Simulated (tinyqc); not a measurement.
Worked calculation: correction of a charged-defect supercell by a model charge and potential alignment (plane-averaged potentials). Computed by tinyqc, a small Python program that keeps every step. Command: `OMP_NUM_THREADS=1 python tinyqc.py 3110541 3110542 out.jsonl align walk`. One thread of a shared host (Intel(R) Xeon(R) Processor @ 2.30GHz), about 0.01 s of CPU time with the checks. Intermediate numbers are printed to about 7 digits and carried at full precision; extremes and crossings named in words are read from the listed rows.

The "true" defect charge is (1 - x) q in a Gaussian of width sigma plus x q in one of width sigma_t, so the exact answer is known; the correction sees only a single model Gaussian of width sigma_m. A Gaussian of width s has the transform rho(G) = exp(-G^2 s^2/2), normalised to 1. A uniform background cancels q, so G = 0 is left out. Potentials are those felt by a unit positive charge. E_0 is the formation energy of the isolated defect, E_cell its value in the supercell, E_lat = E_iso - E_per of the model charge, C the true less the model potential far from the defect; the exact correction is E_0 - E_cell, and the error of a scheme is E_cell plus its correction less E_0.

Inputs (values chosen for the exercise, with screening close to that of SiO2):
```
quantity,value,unit
defect charge q,2,e
dielectric constant eps,3.96,-
edge of the cubic cell L,16.3,angstrom
width sigma of the true defect charge,1.6,angstrom
width sigma_m of the model charge,1.3,angstrom
share x of the charge in a wide tail,0.23,-
width sigma_t of the tail,2.8,angstrom
formation energy of the isolated defect E_0,2.56,eV
```

Constants: e^2/(4 pi eps_0) = 14.39964548 eV angstrom.

## The supercell energy and its true error

Periodic energy E_per = (2 pi q^2/(eps L^3)) (e^2/(4 pi eps_0)) sum_(G != 0) rho(G)^2/G^2, G = (2 pi/L)(n1, n2, n3), |n_i| <= 16. Isolated energy: two Gaussians of charges q_a, q_b and widths a, b interact by q_a q_b (e^2/(4 pi eps_0 eps)) sqrt(2/pi)/sqrt(a^2 + b^2), and the self-energy is half the sum over pairs. Supercell value E_cell = E_0 + E_per - E_iso for the true charge.

E_iso, true charge = 2.235294 eV

E_per, true charge = 1.049025 eV

E_cell = 1.373730 eV

exact correction = 1.186270 eV

## Lattice energy of the model charge

E_lat = E_iso - E_per for the model charge; point-charge value alpha q^2 e^2/(4 pi eps_0 eps 2 L) with alpha = 2.837297.

E_iso, model = 3.156228 eV

E_per, model = 1.925978 eV

E_lat = 1.230250 eV

point-charge value = 1.265913 eV

## Plane-averaged potentials

Plane-averaged potential at distance z from the defect: V(z) = (4 pi q/(eps L^3)) (e^2/(4 pi eps_0 e)) sum_(m != 0) rho(G_m) cos(G_m z)/G_m^2, G_m = 2 pi m/L, |m| <= 40.

Potentials (V):
```
z/L,z (angstrom),true,model,difference
0.00,0.000,0.2496183,0.3066666,-0.05704824
0.05,0.815,0.2314391,0.2797227,-0.04828361
0.10,1.630,0.1822243,0.2103165,-0.02809215
0.15,2.445,0.1146177,0.1224344,-0.00781668
0.20,3.260,0.0418955,0.0356456,0.00624988
0.25,4.075,-0.0264947,-0.0406771,0.01418244
0.30,4.890,-0.0854026,-0.1036563,0.01825368
0.35,5.705,-0.1324363,-0.1527067,0.02027040
0.40,6.520,-0.1665163,-0.1877482,0.02123181
0.45,7.335,-0.1871258,-0.2087733,0.02164749
0.50,8.150,-0.1940200,-0.2157817,0.02176171
```

The difference moves by 0.53 mV between z/L = 0.4 and 0.5: a plateau.

## Alignment and corrected energy

C = difference at z = L/2; E_corr = E_cell + E_lat - q C. For charges that have died out at L/2, C = (2 pi q/(eps L^3)) (e^2/(4 pi eps_0 e)) (<s^2> - sigma_m^2), <s^2> = (1 - x) sigma^2 + x sigma_t^2.

alignment C = 0.02176171 V

C, closed form = 0.02199301 V

E_corr = 2.560457 eV

error with alignment (rounded to 1e-4 meV) = 0.4567 meV

error without alignment = 43.98016 meV

error with the point-charge term alone = 79.64316 meV

error without correction = -1186.270 meV

Errors are measured against E_0. Alignment cuts the error of the model charge from 44 to 0.46 meV.

## Errors against cell size

Schemes: none; point-charge term alpha q^2 e^2/(4 pi eps_0 eps 2 L), alpha = 2.837297; E_lat of the model; E_lat - q C with C at z = L/2.

Error against E_0 (meV):
```
L (angstrom),none,point charge,model charge,model and alignment
11.4,-1578.585,231.4484,127.2004,12.74666
13.9,-1356.141,128.3470,70.8379,2.49132
16.3,-1186.270,79.6432,43.9802,0.45674
19.6,-1006.963,45.8114,25.2993,0.03575
24.5,-818.764,23.4554,12.9533,0.00050
```

Between the last two rows the uncorrected error scales as L^-0.93 and the point-charge remainder as L^-3.00. With alignment the error is +12.7 meV in the smallest cell and 0.00 meV in the largest.

Checks made by the program: E_lat against the point-charge value less 2 pi q^2 sigma_m^2 e^2/(4 pi eps_0 eps L^3) (relative difference 2e-07).
